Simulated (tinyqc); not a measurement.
Thresholds of impact ionisation and Auger recombination from band masses: sweeps and comparisons. A value that a table varies takes the place of the one given here.

Parabolic bands, no phonon. At threshold the three slow carriers share one velocity. With M their total mass and m4 the mass of the fast carrier, the fast carrier has the kinetic energy E_T = G M/(M - m4) and the slow ones together E_a = G m4/(M - m4), the activation energy of the Auger rate. CCCH (fast electron): G = Eg, M = 2 me + mh, m4 = me. CHHS (hole into the split-off band): G = Eg - Dso, M = 2 mh + me, m4 = ms; this form holds for Eg > Dso (below, the process needs about Dso - Eg and is marked by a dash). CHHL (hole into the light band): G = Eg, M = 2 mh + me, m4 = ml. CHHH (fast heavy hole): G = Eg, M = 2 mh + me, m4 = mh.

Non-parabolic fast electron: E (1 + alpha E) = c k^2/me with alpha = (1 - me)^2/Eg; the slow carriers stay parabolic, so E_T = Eg + me E_T (1 + alpha E_T)/M, M = 2 me + mh (the root between Eg and 1.9 Eg).

Constants: kB = 8.617333262e-05 eV/K; hc = 1239.841984 eV nm.

Values chosen for the exercise (near those of CdTe, gap at low temperature and not tied to T; shifted at random, so the results belong to these values and not to a real crystal):
```
symbol  value   unit  meaning
Eg      1.621   eV    gap at Gamma to the s-like level
Dso     0.926   eV    spin-orbit splitting
me      0.0937  m0    electron mass at Gamma
mh      0.54    m0    heavy-hole mass
ms      0.272   m0    split-off mass
ml      0.1152  m0    light-hole mass
T       200     K     temperature
```

## The gap of an alloy series

Eg is varied with me and ml proportional to it; mh, ms and Dso are kept. E_a of three processes; wavelength hc/Eg.

Results:
```
Eg (eV),wavelength (micrometre),me,CCCH (meV),CCCH non-parabolic (meV),CHHS (meV),CHHL (meV),"log10 exp(-E_a/kT), non-parabolic"
0.486,2.55,0.0281,24.0,51.8,-,15.6,-1.31
0.810,1.53,0.0468,64.6,146.5,-,43.6,-3.69
1.216,1.02,0.0703,140.1,337.7,89.8,98.8,-8.51
1.621,0.76,0.0937,239.7,613.9,209.6,176.4,-15.47
2.026,0.61,0.1171,361.1,981.1,323.4,277.0,-24.72
2.594,0.48,0.1499,563.7,1658.6,473.6,457.3,-41.79
3.242,0.38,0.1874,835.2,2668.1,632.9,720.3,-67.23
```

What can be read from the table?

E_a of CCCH goes nearly as Eg^2 (power 1.87 over the table), as both G and me grow; the non-parabolic value goes with the power 2.08, and its Boltzmann factor spans 65.9 decades; rows with E_a far above kT are formal, since phonon-assisted processes and side valleys rule there. CHHS is resonant at Eg = Dso = 0.926 eV, with no activation, and is the easiest process near there; it has the lowest E_a of the parabolic values for Eg = 1.216 and 3.242 eV.

## The mass ratio

mu = me/mh is varied; thresholds in units of Eg for ionisation started by an electron, (1 + 2 mu)/(1 + mu), and by a heavy hole, (2 + mu)/(1 + mu).

Results:
```
mu,electron (Eg),hole (Eg),electron (eV),hole (eV)
0.140,1.1228,1.8772,1.820,3.043
0.174,1.1482,1.8518,1.861,3.002
0.280,1.2188,1.7812,1.976,2.887
0.370,1.2701,1.7299,2.059,2.804
0.440,1.3056,1.6944,2.116,2.747
0.840,1.4565,1.5435,2.361,2.502
1.000,1.5000,1.5000,2.432,2.432
```

What does this show, and why?

The two thresholds add up to 3 Eg in every row and are equal, 3/2 Eg, at mu = 1. The lighter carrier has the lower threshold; in the first row the two differ by 1.223 eV, which would favour one carrier in avalanche multiplication. Real ionisation rates depend on the whole band structure and can be nearly equal although the edge masses differ.

## What each parameter does

Activation energies. Each row changes one parameter from the base and keeps the others.

Results:
```
case,CCCH (meV),CCCH non-parabolic (meV),CHHL (meV),CHHS (meV)
base,239.68,613.91,176.42,209.65
Eg = 1.7831 eV,263.65,675.31,194.06,258.55
Dso = 0.8334 eV,239.68,613.91,176.42,237.58
me = 0.0843 m0,218.89,547.27,178.00,211.86
mh = 0.594 m0,220.86,544.67,160.09,187.22
ms = 0.2448 m0,239.68,613.91,176.42,183.16
ml = 0.1267 m0,239.68,613.91,196.16,209.65
```

How do the results move?

The largest shifts from the base row, up to three for each result and ties (the steps differ in size, so this ranks the rows, not the parameters). CCCH (meV): Eg +23.97, me -20.80, mh -18.82; unchanged at the printed digits by Dso, ms and ml. CCCH non-parabolic (meV): mh -69.24, me -66.64, Eg +61.39; unchanged at the printed digits by Dso, ms and ml. CHHL (meV): ml +19.74, Eg +17.64, mh -16.33; unchanged at the printed digits by Dso and ms. CHHS (meV): Eg +48.90, Dso +27.93, ms -26.49; unchanged at the printed digits by ml.

Computed by tinyqc, a small Python program: `OMP_NUM_THREADS=1 python tinyqc.py 1850747 1850748 out.jsonl` (the numbers bound the seed that draws the inputs); one thread of a shared host (Intel(R) Xeon(R) Processor @ 2.30GHz), about 0.01 s for the whole set of steps.
